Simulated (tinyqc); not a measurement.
# Trap density from two Hall measurements

Inverse problem. p-type body, charge-sheet picture, full ionisation (an idealisation for deep acceptors), Boltzmann statistics for free electrons. e = Ec - EF at the surface. psi = Eg - Vt ln(Nv/Na) - e; N_dep = sqrt(2 eps0 eps_r Na (psi - Vt)/q); n_f = sqrt(N_dep^2 + 2 eps0 eps_r Vt Nc exp(-e/Vt)/q) - N_dep; Vg = Vfb + psi + q (N_dep + n_t + n_f)/Cox, Cox = eps0 eox/tox. Find e and n_t at both points and the mean trap density between them.

Values chosen for this exercise; band and dielectric values close to those of 4H silicon carbide:
```
symbol    value   unit                                   meaning
T           300      K                               temperature
Eg         3.28     eV                                  band gap
eps_r      9.88                            relative permittivity
Nc      1.69e19  cm^-3    conduction-band density of states at T
Nv      2.54e19  cm^-3       valence-band density of states at T
eox         3.9           relative permittivity of the insulator
tox          34     nm                       insulator thickness
Na       8.1e15  cm^-3                          acceptor density
Vfb        -2.1      V  flat-band voltage without trapped charge
```

Constants: q = 1.602176634e-19 C, kB = 1.380649e-23 J/K, Vt = kB T/q, eps0 = 8.8541878128e-14 F/cm where lengths are in cm. Results are converted to the units shown.

Vg (V): 1.5744033  1.8646219
free sheet density from the Hall effect (cm^-2): 3.9629131e8  2.2968156e10

Solution. Each n_f fixes e; what the gate voltage holds beyond psi, N_dep and n_f is trapped; the difference quotient is the density, smeared over a few Vt.

e (eV): 0.243  0.137
n_t (cm^-2): 3.77e10  1.23e11
mean trap density = 8.01e11 cm^-2 eV^-1

Program tinyqc, `OMP_NUM_THREADS=1 python tinyqc.py 2222098 2222099 out.jsonl`; Intel Xeon 2.30GHz, shared host, one thread, about 0.02 s.
